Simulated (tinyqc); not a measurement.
Worked calculation: donor or exciton in a quantum well (variational effective-mass method). Computed by tinyqc, a small Python program that keeps every step. Command: `OMP_NUM_THREADS=1 python tinyqc.py 3022845 3022846 out.jsonl welldonor walk`. One thread of a shared host (Intel(R) Xeon(R) Processor @ 2.30GHz), about 0.2 s of CPU time with the checks. Intermediate numbers are printed to about 6 digits and carried at full precision; extremes and crossings named in words are read from the listed rows.

H = -nabla^2 - 2/|r - r_i| + V(z) in effective units; trial function psi = f(z) exp(-|r - r_i|/lambda), f the ground state of the well. Mass and screening are the same in well and barrier; l = L/a* is the width in effective units. Bands are flat: no polarisation or applied field.

Inputs (values chosen for the exercise, for a model semiconductor):

| quantity | value | unit |
|---|---|---|
| electron mass m | 0.26 | m_0 |
| dielectric constant eps | 9.95 | - |
| well width L | 1.5 | nm |
| trial radius lambda | 0.49 | a* |
| donor position z_i/L from the centre | 0 | - |
| barrier height V_0 | 0.23 | eV |

Centre: donor. Barriers: finite.

Constants: Ry = 13.605693123 eV; a_0 = 0.529177210903 angstrom.

## Effective units

Ry* = Ry m/eps^2, a* = a_0 eps/m; l = L/a*.

mass used = 0.26 m_0

Ry* = 35.7312 meV

a* = 2.02512 nm

l = 0.740697

Caution: so narrow a well has large confinement energy, where non-parabolicity and barrier penetration matter.

## The subband

k solves k tan(k l/2) = sqrt(v - k^2), v = V_0/Ry*, 0 < k l/2 < pi/2 (bisection); f = cos(k z) inside and cos(k l/2) exp(-kappa (|z| - l/2)) outside, kappa = sqrt(v - k^2); subband energy k^2 Ry*.

k = 1.92141 1/a*

subband energy = 131.914 meV

kappa = 1.65684 1/a*

## Binding at the trial radius

Binding E_b(lambda) = -1/lambda^2 + 4 A/(lambda B), with A = int f^2 exp(-2 s/lambda) dz, B = int f^2 exp(-2 s/lambda)(1 + 2 s/lambda) dz and s = |z - z_i|; 40 Gauss-Legendre points on each piece between the walls at z = -l/2 and l/2 and z_i, and out to 12/(kappa + 1/lambda) beyond the walls.

A = 0.377513 a*

B = 0.627193 a*

E_b(lambda) = 0.748612 Ry*

## Best radius

Golden-section search for the maximum over lambda from 0.3 to 4, 40 steps.

best lambda = 0.918304 a*

binding in Ry* = 1.77430

binding energy = 63.3980 meV

radius lambda a* = 1.85968 nm

Confinement changes the binding by a factor 1.774 against the bulk value (with finite barriers it peaks in a narrow well and returns to 1 as L tends to 0, and away from the walls of a wide well it tends to 1).

## Binding against well width

Each row maximises over lambda (golden section, 0.3 to 4).

Against width:

| L (nm) | lambda (a*) | binding (Ry*) | binding (meV) |
|---|---|---|---|
| 0.83 | 0.91926 | 1.69459 | 60.5497 |
| 1.50 | 0.91830 | 1.77430 | 63.3980 |
| 2.70 | 0.95953 | 1.68245 | 60.1161 |
| 4.80 | 1.02050 | 1.48670 | 53.1217 |

The binding peaks at 1.774 Ry* near L = 1.5 nm: in narrower wells the envelope leaks into the barriers and returns towards three dimensions. In the widest well it is 1.487 Ry*. Rows under about 2 nm are a few atomic layers, where the envelope model is only a guide.

## Binding against position

The formulas are those given above.

Against position:

| z_i/L | lambda (a*) | binding (Ry*) | binding (meV) |
|---|---|---|---|
| 0.0 | 0.91830 | 1.77430 | 63.3980 |
| 0.1 | 0.92250 | 1.76108 | 62.9254 |
| 0.2 | 0.93536 | 1.72236 | 61.5420 |
| 0.3 | 0.95758 | 1.66110 | 59.3533 |
| 0.4 | 0.98987 | 1.58223 | 56.5351 |
| 0.5 | 1.03213 | 1.49238 | 53.3246 |

From the centre to the wall the binding falls from 63.398 to 53.325 meV, 84 % of the centre value, since the walls keep the electron away from an off-centre ion; uniform doping thus gives a band of levels 10.073 meV wide, with a peak in its density at the centre value, where the slope vanishes.

Checks made by the program: the wide-well limit, 1 Ry* (relative difference 3e-03).
